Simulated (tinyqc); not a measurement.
X-ray reflectivity of a thin film on silicon: critical angles, Parratt recursion, fringes and roughness: one step, computed by the program tinyqc. Command: `OMP_NUM_THREADS=1 python tinyqc.py 3120710 3120711 out.jsonl xrr walk`. One thread of a shared host (Intel(R) Xeon(R) Processor @ 2.30GHz), about 0.01 s of CPU time with the checks.

n = 1 - delta + i beta; the classical electron radius is r_e = 2.8179403e-6 nm. Layer 0 is vacuum, 1 the film, 2 the substrate.

Question. Reflectivity at one angle. k_j = (2 pi/lambda) sqrt(sin^2 theta - 2 delta_j + 2 i beta_j); r_ij = (k_i - k_j)/(k_i + k_j) x exp(-2 k_i k_j sigma^2) (Nevot-Croce); r = (r_01 + r_12 p)/(1 + r_01 r_12 p), p = exp(2 i k_1 d); R = |r|^2.

Inputs (values chosen for the exercise, modelled on ruthenium on silicon, copper K-alpha radiation): wavelength lambda = 0.15406 nm; film thickness d = 34.6 nm; roughness of the surface sigma_1 = 0.3 nm; roughness of the interface sigma_2 = 0.37 nm; grazing angle theta = 2.32 degrees.

Constants:
```
layer      rho_e (1/nm^3)         delta          beta  critical angle (degrees)  q_c (1/nm)
film             3360.836  3.577495e-05  2.969321e-06                 0.4846488   0.6899609
substrate         711.402  7.572626e-06  1.741704e-07                 0.2229774   0.3174375
```

Give: k_0, k_1, k_2; 1000 r_01; 1000 r_12; p; reflectivity R; q = 4 pi sin(theta)/lambda.

Answer.

k_0, k_1, k_2 (1/nm): [1.6510, 1.6145+0.0031i, 1.6433+0.0002i]

1000 r_01 = 6.9059-0.5925i

1000 r_12 = -4.2737+0.4384i

p = 0.15926-0.79339i

reflectivity R = 5.1432e-05

q = 4 pi sin(theta)/lambda = 3.3019 1/nm
